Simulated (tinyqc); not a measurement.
Comparisons within one model: ellipsoidal valleys in the axes of a wafer and a channel. A value that a table varies takes the place of the one given here.

Valleys with axes a along x, y and z, two valleys each; inverse mass tensor w = 1/mt + (1/ml - 1/mt) a a. Device axes: z = nz/|nz|, x = nx/|nx|, y = z cross x; in them a = (ax, ay, az). Confinement mass mz = 1/w_zz. In the plane w_ij is replaced by u_ij = w_ij - w_iz w_jz/w_zz (i, j = x, y); density-of-states mass md = 1/sqrt(det u); conductivity mass along x mc = 1/u_xx; ballistic transport mass mx = u_yy/det u, width mass my = 1/u_yy.

Hard walls: E_n = c (n pi/t)^2/mz, c = hbar^2/2m0, n = 1, 2, 3. Non-degenerate share of a valley proportional to md sum_n exp(-E_n/kT); mean 1/mc = sum of share/mc. 1 nm = 10 angstrom.

Constants: hbar^2/2m0 = 3.80998211 eV angstrom^2; kB = 8.617333262e-05 eV/K.

Parameters, chosen for this exercise (near those of the Delta valleys of Si; not measured data):
```
symbol  value       unit  meaning
ml      0.95        m0    longitudinal mass
mt      0.19        m0    transverse mass
t       6           nm    thickness of the film
T       77          K     temperature
nz      (1, 1, 0)         surface normal (confinement)
nx      (1, -1, 0)        channel direction
```

## Wafer and channel orientation

For each face/channel: the lowest ladder (mz, number of valleys, md, E1, share) and the mean conductivity mass over all valleys.

Results:
```
face/channel     mz  valleys     md  E1 (meV)  share  mean mc
(110)/[1-11]  0.317        4  0.329      33.0  0.977   0.3395
(112)/[11-1]  0.407        2  0.290      25.7  0.910   0.4200
(100)/[011]   0.950        2  0.190      11.0  0.994   0.1904
(111)/[1-10]  0.259        6  0.364      40.3  1.000   0.2986
(001)/[100]   0.950        2  0.190      11.0  0.994   0.1904
(110)/[1-10]  0.317        4  0.329      33.0  0.977   0.5450
(001)/[110]   0.950        2  0.190      11.0  0.994   0.1904
```

The mean conductivity mass is lowest, 0.1904, for (100)/[011], (001)/[100] and (001)/[110] and highest, 0.5450, for (110)/[1-10]; the bulk value is 0.2591. The confinement energy is lowest on the face with the heaviest mz ((100), 11 meV). The density of states of the lowest ladder, valleys times md, runs between 0.380 and 2.183; a small value limits the charge through the quantum capacitance.

## Thickness of the film

Share of the lowest ladder and mean conductivity mass.

Results:
```
t (nm)  lowest E1 (meV)  spread of E1 (meV)  share of the lowest ladder  mean mc
2.0               296.9               197.9                       1.000   0.5700
3.0               131.9                88.0                       1.000   0.5700
4.0                74.2                49.5                       1.000   0.5696
5.0                47.5                31.7                       0.995   0.5639
7.0                24.2                16.2                       0.946   0.5149
10.0               11.9                 7.9                       0.837   0.4298
14.0                6.1                 4.0                       0.750   0.3801
```

The spread falls as 1/t^2 and passes kT = 6.6 meV between t = 10 and 14 nm; the share of the lowest ladder goes from 1.000 to 0.750 and the mean mass goes from 0.5700 to 0.3801, against 0.3420 for equal shares, the limit of a thick film (the bulk value 3/(1/ml + 2/mt) is 0.2591; the two differ since axes are tilted in the x-z plane and in a quantised film no valley carries current across it; once scattering blurs the subbands the bulk value returns). Three subbands a valley become too few once E3 nears kT. In the thinnest rows E1 (297 meV) is beyond the parabolic range.

## What each parameter does

Lowest E1, its share and the mean conductivity mass. Each row changes one parameter from the base and keeps the others.

Results:
```
case           lowest E1 (meV)   share  mean mc (m0)
base                     32.99  0.9771        0.5450
ml = 1.045 m0            32.49  0.9785        0.5890
mt = 0.171 m0            36.04  0.9853        0.5423
t = 6.6 nm               27.26  0.9599        0.5277
T = 84.7 K               32.99  0.9692        0.5370
```

The largest shifts from the base row, up to three for each result and ties (the steps differ in size, so this ranks the rows, not the parameters). lowest E1 (meV): t -5.72, mt +3.05, ml -0.50; unchanged at the printed digits by T. share: t -0.0171, mt +0.0082, T -0.0078. mean mc (m0): ml +0.0440, t -0.0173, T -0.0080.

(tinyqc, `OMP_NUM_THREADS=1 python tinyqc.py 1850787 1850788 out.jsonl`, Intel(R) Xeon(R) Processor @ 2.30GHz, 1 thread, shared host, about 0.01 s.)
